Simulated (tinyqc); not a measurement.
Worked calculation: power iteration on a symmetric matrix. Computed by tinyqc, a small Python program that keeps every step. Settings: method = power, shift = 1.64. Command: `OMP_NUM_THREADS=1 python tinyqc.py 24533 24534 out.jsonl` (the two numbers bound the seeds that draw the settings). One thread of a shared host (Intel(R) Xeon(R) Processor @ 2.60GHz), about 0.01 s of CPU time with the checks.

A:
$$\begin{pmatrix}
0.150000 & -0.141000 & 0.091000 & -0.303000 & 0.067000 \\
-0.141000 & 1.237000 & 0.109000 & 0.263000 & 0.709000 \\
0.091000 & 0.109000 & 2.793000 & 0.295000 & -0.323000 \\
-0.303000 & 0.263000 & 0.295000 & 3.278000 & -0.287000 \\
0.067000 & 0.709000 & -0.323000 & -0.287000 & 3.677000
\end{pmatrix}$$

Stop when the residual |A v - lambda v| is below 1e-9.

Steps:
```
step      lambda  residual
1     2.58921705  1.39e+00
2     2.79399397  1.35e+00
3     3.04200630  1.26e+00
4     3.32002619  1.12e+00
5     3.58454345  9.24e-01
6     3.78802824  7.06e-01
7     3.91662611  5.07e-01
8     3.98722846  3.49e-01
9     4.02290378  2.35e-01
10    4.04018871  1.57e-01
11    4.04841288  1.04e-01
12    4.05230381  6.93e-02
13    4.05414529  4.62e-02
14    4.05501944  3.09e-02
15    4.05543606  2.08e-02
16    4.05563544  1.40e-02
17    4.05573124  9.51e-03
18    4.05577744  6.47e-03
19    4.05579978  4.42e-03
20    4.05581062  3.03e-03
21    4.05581589  2.08e-03
22    4.05581845  1.43e-03
23    4.05581971  9.92e-04
24    4.05582032  6.87e-04
25    4.05582062  4.77e-04
26    4.05582077  3.31e-04
27    4.05582084  2.31e-04
28    4.05582087  1.61e-04
29    4.05582089  1.12e-04
30    4.05582090  7.84e-05
```

Can the last value be used, and what does the course show?

Not by the stop rule, although the second column moves by less than 1e-07 over the last three steps. Not converged in 30 steps: the residual falls only by the ratio of the two largest distances of eigenvalues from the shift, 0.70 a step. all eigenvalues, for comparison: [0.097167, 1.001545, 2.645452, 3.335015, 4.055821].
